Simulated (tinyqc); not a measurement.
## Core-level spacing from the offsets

Problem. For an overlayer B on a substrate A, dEv = (iB - iA) - (cB - vB) + (cA - vA) in binding energies, and dEc + dEv = EgB - EgA. Find dEv and the spacing iB - iA that a thin film must show.

Parameters, values chosen for the exercise: gap of the substrate A EgA = 3.44 eV; gap of the overlayer B EgB = 5.89 eV.

dEc = 1.7262867 eV
cA - vA = 59.273713 eV
cB - vB = 55.2 eV

Answer. The gaps give dEv, and the Kraut relation is solved for the spacing.

dEv = 0.72371 eV
iB - iA = -3.3500 eV

tinyqc, about 0.01 s, one thread, Intel Xeon 2.30GHz (shared host): `OMP_NUM_THREADS=1 python tinyqc.py 2410093 2410094 out.jsonl`
